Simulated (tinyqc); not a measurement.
The fan of levels: Landau levels of a parabolic two-dimensional band.

E(N, s) = (N + 1/2) hbar wc + s gs muB B with s = +/-1/2.

In a field B along z: l = 1/sqrt((e/hbar) B) is the magnetic length, n_B = B/(h/e) the number of states per area in one level, hbar wc = 2 muB B/m for mass m in m0; 1/angstrom^2 = 1e16/cm^2.

Constants: hbar^2/2m0 = 3.80998211 eV angstrom^2; e/hbar = 1.519267448e-05 1/(T angstrom^2); h/e = 413566.7697 T angstrom^2; muB = 5.788381798e-05 eV/T.

Parameters, chosen for this exercise (near those of a two-dimensional electron gas in InAs; the results hold for these values, not for the real material): m = 0.0295 m0 (mass); gs = -12.77 (g factor); gv = 1 (valleys); Bs = (0.5, 1, 2, 4, 8, 12, 16) T (fields).

The four lowest levels against B, with their labels in order.

Levels (meV):
```
B (T),first,second,third,fourth,order
0.500,0.80,1.17,2.76,3.13,0+ 0- 1+ 1-
1.00,1.59,2.33,5.52,6.26,0+ 0- 1+ 1-
2.00,3.19,4.66,11.03,12.51,0+ 0- 1+ 1-
4.00,6.37,9.33,22.07,25.02,0+ 0- 1+ 1-
8.00,12.74,18.65,44.14,50.05,0+ 0- 1+ 1-
12.0,19.11,27.98,66.20,75.07,0+ 0- 1+ 1-
16.0,25.48,37.31,88.27,100.10,0+ 0- 1+ 1-
```

What does the comparison show?

The fourth level grows as B^1.00 over the first two rows and B^1.00 over the last two (1 for a parabolic band without a fixed offset such as a valley splitting, 1/2 for massless Dirac electrons). The order of the levels does not change. The Zeeman gap is |gs| m/2 = 0.188 of hbar wc at every field.

tinyqc: `OMP_NUM_THREADS=1 python tinyqc.py 1251791 1251792 out.jsonl`; about 0.01 s, one thread, shared Intel(R) Xeon(R) Processor @ 2.30GHz.
